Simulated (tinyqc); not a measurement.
# From one set of inputs to another, one input at a time

Model: valley-orbit splitting of a donor ground state, with strain. Computed by tinyqc, a small Python program. Command: `OMP_NUM_THREADS=1 python tinyqc.py 3024299 3024300 out.jsonl valleyorbit ladder`. One thread of a shared host (Intel(R) Xeon(R) Processor @ 2.30GHz), about 0.02 s of CPU time with the checks.

The basis is the 1s envelope in each valley; energies are counted from the unstrained conduction-band edge. The strain is e_s (a a^T - 1/3) for the unit stress axis a, so valley j along n_j moves by Xi_u e_s w_j with w_j = (n_j.a)^2 - 1/3: +1/6 for x and y, -1/3 for z. The splitting at the zone boundary that a [110] shear adds for <100> valleys is left out.

The inputs printed are set A. Inputs not listed in the table keep their values of set A, so the rows need not describe a real material.

Inputs (values chosen for the exercise, modelled on donors in silicon):

| quantity | value | unit |
|---|---|---|
| single-valley binding energy E_0 | 31.3 | meV |
| central-cell shift Lambda | 3.55 | meV |
| coupling Delta_1 | 3.4 | meV |
| coupling Delta_2 | 2.15 | meV |
| shear deformation potential Xi_u | 8.3 | eV |
| shear strain e_s | -0.0014 | - |
| temperature T | 120 | K |
| donor density N_D | 5.7e+14 | cm^-3 |
| density-of-states mass of one valley m_e | 0.336 | m_0 |

Valleys: six along <100>. Stress axis: [110].

Constants: k_B = 8.617333262e-05 eV/K; m_0 = 9.1093837015e-31 kg; k_B = 1.380649e-23 J/K; h = 6.62607015e-34 J s.

Method:
- H_jj = -(E_0 + Lambda) + Xi_u e_s w_j; H_jk = -Delta_2 between opposite valleys and -Delta_1 between perpendicular ones.
- Diagonalise H; the ground vector has positive components. The density at the nucleus, and so the contact hyperfine coupling, scales as (sum_j c_j)^2/(number of valleys), which is 1 without strain; the envelopes are held fixed.
- The binding energy is counted from the lowest valley edge, min_j Xi_u e_s w_j; the gap is from the ground state to the next level.
- z = sum over levels of exp(-(E - E_ground)/k_B T), the ground-state share being 1/z; N_c = 2 (2 pi m_e k_B T/h^2)^(3/2) sum_j exp(-(shift_j - lowest shift)/k_B T); n1 = N_c/(2 z) exp(-binding/k_B T), binding = lowest shift - E_ground; without compensation n = 2 N_D/(1 + sqrt(1 + 4 N_D/n1)) (Boltzmann statistics; p and higher states left out).

Each row keeps all changes above it:

| input moved | from | to | binding energy under strain (meV) | free electrons n (cm^-3) | share of neutral donors in the ground state |
|---|---|---|---|---|---|
| set A | - | - | 48.99 | 5.504e+14 | 0.5549 |
| shear deformation potential Xi_u (eV) | 8.3 | 8.35 | 48.99 | 5.504e+14 | 0.5549 |
| coupling Delta_1 (meV) | 3.4 | 4.25 | 52.33 | 5.470e+14 | 0.6445 |
| temperature T (K) | 120 | 200 | 52.33 | 5.678e+14 | 0.4317 |
| single-valley binding energy E_0 (meV) | 31.3 | 40 | 61.03 | 5.664e+14 | 0.4317 |
| coupling Delta_2 (meV) | 2.15 | 5.16 | 64.04 | 5.662e+14 | 0.4853 |
| donor density N_D (cm^-3) | 5.7e+14 | 3.6e+14 | 64.04 | 3.585e+14 | 0.4853 |
| central-cell shift Lambda (meV) | 3.55 | 7.26 | 67.75 | 3.581e+14 | 0.4853 |

Where does the difference come from?

Binding energy under strain goes from 49.0 to 67.7, a factor 1.38 in all. The largest single move comes from single-valley binding energy E_0 (a factor 1.17). Free electrons n goes from 5.50e14 to 3.58e14, a factor 0.651 in all. The largest single move comes from donor density N_D (a factor 0.633). Share of neutral donors in the ground state goes from 0.555 to 0.485, a factor 0.875 in all. The largest single move comes from temperature T (a factor 0.670), and coupling Delta_1 works against it (a factor 1.16). The single moves hold for this order of the switches; the total does not depend on the order.

Caution (rows temperature T, single-valley binding energy E_0, coupling Delta_2, donor density N_D, central-cell shift Lambda): k_B T exceeds a third of E_0, so the p and higher states, left out, hold part of the bound electrons.

Extremes, crossings and ranges named in words are read from the listed rows.
